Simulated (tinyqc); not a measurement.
Plane-wave Kohn-Sham cycle with exchange-only LDA in a layered model solid, step by step. One step of it, computed by the program tinyqc.

Question. Iteration 2: potential. V_H(G) = 4 pi rho(G)/G^2 for G != 0 (uniform background); v_x = -(3 rho/pi)^(1/3); V = V_ext + V_H + v_x; Fourier components f(G_m) = (1/N) sum_j f(x_j) exp(-i G_m x_j).

A solid whose potential varies along x alone (atomic units):
```
parameter                      value
period a                   14.000000
cross-section of the cell  33.000000
electrons per cell                 2
grid points                       16
plane waves -n..n, n               3
k points                           3
V1 in V1 cos(2 pi x/a)     -0.320000
V2 in V2 cos(4 pi x/a)      0.030000
```

density after iteration 1 (e/bohr^3): 0.00452509  0.00445766  0.00432782  0.00425129  0.00425284  0.00428510  0.00431032  0.00432196  0.00432497  0.00432196  0.00431032  0.00428510  0.00425284  0.00425129  0.00432782  0.00445766

Give: Potentials on the grid; V(G_m), m = 0, 1, 2, ....

Answer.

Potentials on the grid (hartree):
```
x          V_ext       V_H      v_x        V
0.0000   -0.2900    0.0052  -0.1629  -0.4477
0.8750   -0.2744    0.0043  -0.1621  -0.4322
1.7500   -0.2263    0.0022  -0.1605  -0.3845
2.6250   -0.1437  1.22e-04  -0.1595  -0.3031
3.5000   -0.0300   -0.0013  -0.1595  -0.1908
4.3750    0.1012   -0.0020  -0.1599  -0.0607
5.2500    0.2263   -0.0023  -0.1603   0.0637
6.1250    0.3169   -0.0024  -0.1604   0.1540
7.0000    0.3500   -0.0024  -0.1604   0.1871
7.8750    0.3169   -0.0024  -0.1604   0.1540
8.7500    0.2263   -0.0023  -0.1603   0.0637
9.6250    0.1012   -0.0020  -0.1599  -0.0607
10.5000  -0.0300   -0.0013  -0.1595  -0.1908
11.3750  -0.1437  1.22e-04  -0.1595  -0.3031
12.2500  -0.2263    0.0022  -0.1605  -0.3845
13.1250  -0.2744    0.0043  -0.1621  -0.4322
```

V(G_m), m = 0, 1, 2, ... (hartree): -0.1605  -0.1586  0.0151  -0.0001  0.0000  0.0000  0.0000
